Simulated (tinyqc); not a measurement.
Changing the test frequency f: admittance spectroscopy and thermally stimulated current of one trap level in a depletion layer. Computed by tinyqc, a small Python program. Command: `OMP_NUM_THREADS=1 python tinyqc.py 3112823 3112824 out.jsonl admit sweep`. One thread of a shared host (Intel(R) Xeon(R) Processor @ 2.30GHz), about 0.01 s of CPU time with the checks.

A Schottky junction on n-type material holds one donor-like electron trap; shallow donors are fully ionised and abrupt depletion edges are assumed.

Inputs (values chosen for the exercise, modelled on n-type beta-Ga2O3):
```
quantity,value,unit
dielectric constant eps,10.4,-
density-of-states mass m,0.281,m_0
shallow doping N,2.1e+16,1/cm^3
trap density N_t,1.6e+15,1/cm^3
trap depth E_t below the band,0.403,eV
capture cross section sigma,3.5e-14,cm^2
band bending V_b,2.4,V
```

Constants: k_B = 1.380649e-23 J/K; m_0 = 9.1093837015e-31 kg; h = 6.62607015e-34 J s; k_B = 8.617333262e-05 eV/K; eps_0 = 8.8541878128e-12 F/m; e = 1.602176634e-19 C.

Method:
- N_c = 2 (2 pi m k_B T/h^2)^(3/2), v_th = sqrt(3 k_B T/m), emission rate e_n = sigma v_th N_c exp(-E_t/(k_B T)).
- Where the level crosses the Fermi level capture equals emission, so the trap follows the signal with the rate 2 e_n; G/omega peaks at omega = 2 e_n (the correction for large N_t/N is left out).
- Solve 2 e_n(T_p) = 2 pi f.
- With E_c - E_F = k_B T_p ln(N_c/N): lambda = sqrt(2 eps eps_0 (E_t - (E_c - E_F))/(e^2 N)); traps are empty and charged for x < x_t = w - lambda, and V_b = e (N w^2 + N_t x_t^2)/(2 eps eps_0). High frequency: C_hf = eps eps_0/w. Low frequency: C_lf = eps eps_0 (N + N_t)/(N w + N_t x_t).

One run for each value:
```
test frequency f (Hz),peak temperature T_p (K),step (C_lf - C_hf)/C_hf,E_c - E_F = k_B T_p ln(N_c/N) (eV),lambda (nm)
1.00e+01,192.1,0.02730,0.0747,134.1
7.00e+01,207.3,0.02696,0.0827,132.4
5.00e+02,225.3,0.02655,0.0923,130.4
4.00e+03,247.8,0.02601,0.1046,127.8
3.00e+04,274.2,0.02536,0.1192,124.6
2.00e+05,304.3,0.02457,0.1365,120.8
1.00e+06,335.2,0.02372,0.1545,116.6
1.00e+07,391.1,0.02205,0.1881,108.5
```

Over the rows, peak temperature T_p (K) rises from 192 to 391 (exponent d ln y / d ln x 0.039 between the first rows and 0.067 between the last); step (C_lf - C_hf)/C_hf falls from 0.0273 to 0.0220 (exponent d ln y / d ln x -0.0064 between the first rows and -0.032 between the last); E_c - E_F = k_B T_p ln(N_c/N) (eV) rises from 0.0747 to 0.188 (exponent d ln y / d ln x 0.052 between the first rows and 0.085 between the last).

Extremes, crossings and ranges named in words are read from the listed rows.
